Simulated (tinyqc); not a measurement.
Formation energy of a charged point defect from supercell energies: one step, computed by the program tinyqc. Command: `OMP_NUM_THREADS=1 python tinyqc.py 3030604 3030605 out.jsonl formation walk`. One thread of a shared host (Intel(R) Xeon(R) Processor @ 2.30GHz), about 0.01 s of CPU time with the checks.

The host is a compound AB. Making the defect adds n_A = 0, n_B = -1 atoms to the cell. All total energies are inputs. E_F is counted from the valence-band maximum (VBM); x = 0 is A-rich and x = 1 B-rich growth.

Problem. Transition levels and the lower envelope. eps(q/q') = [E_f(q', 0) - E_f(q, 0)]/(q - q'). U of state q is eps(q/q-1) - eps(q+1/q). The stable state at each E_F is the lowest line E_f(q, 0) + q E_F.

Inputs (values chosen for the exercise, for a model compound AB): gap E_g = 6.26 eV.

Defect: vacancy of B. Supercell lattice: bcc.

E_f(q, 0) (eV): (q=0) 3.45800, (q=-1) 5.59141, (q=-2) 11.10145

Give: One-electron levels above the VBM (eV); Stable states.

Solution.

One-electron levels above the VBM (eV):
```
level    energy  U of the state between this level and the next
(0/-1)    2.133                                           3.377
(-1/-2)   5.510                                               -
```

Stable states:
```
q   from E_F (eV)  to E_F (eV)
0           0.000        2.133
-1          2.133        5.510
-2          5.510        6.260
```

Stable in the gap, from the VBM up: 0, -1, -2.
